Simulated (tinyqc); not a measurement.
Growth with time: grain growth, pinning, strength and diffusional creep of a polycrystal or thin film. Computed by tinyqc, a small Python program. Command: `OMP_NUM_THREADS=1 python tinyqc.py 3025784 3025785 out.jsonl grain walk`. One thread of a shared host (Intel(R) Xeon(R) Processor @ 2.30GHz), about 0.01 s of CPU time with the checks.

One mean grain size d describes the structure.

Inputs (values chosen for the exercise, modelled on nickel):
```
quantity,value,unit
boundary energy gamma,0.78,J/m^2
mobility prefactor M0,3.4e-06,m^4/(J s)
activation energy of boundary motion Q_m,1.41,eV
anneal temperature T,720,K
initial grain size d0,140,nm
particle volume fraction f,0.011,-
particle radius r,6.3,nm
film thickness h,90,nm
surface energy gamma_s,2.5,J/m^2
```

Sample: thin film on a substrate.

Constants: k_B = 8.617333262e-05 eV/K.

Method. M = M0 exp(-Q_m/(k_B T)). The driving pressure is 2 gamma/d. Zener pinning pressure 3 f gamma/(2 r) stops growth at d_Z = 4 r/(3 f). Grooves where boundaries meet the surface have the angle theta = arcsin(gamma/(2 gamma_s)) and are taken to stop growth at d_h = h/(2 theta), a few film thicknesses; the limit is 1/d_lim = 1/d_Z + 1/d_h. dd/dt = 2 M gamma (1/d - 1/d_lim) integrates to 2 M gamma t = d_lim (d0 - d) + d_lim^2 ln[(d_lim - d0)/(d_lim - d)]; without pinning d^2 = d0^2 + 4 M gamma t.

limit d_lim = 208.751 nm

mobility M = 4.59106e-16 m^4/(J s)

At T:
```
t (s),free growth (nm),pinned growth (nm),d/d_lim
0.091,140.46,140.15,0.67139
0.3,141.53,140.50,0.67307
0.91,144.58,141.51,0.67788
3,154.59,144.79,0.69362
9.1,180.65,153.17,0.73375
30,250.14,172.88,0.82817
91,387.23,197.03,0.94384
300,670.32,208.39,0.99829
```

What does the comparison show, and why?

The apparent exponent d ln d/d ln t of the pinned growth is at most about 0.12, below the ideal 1/2, and falls to 0.047 in the last rows: the initial size hides the law early and pinning hides it late.
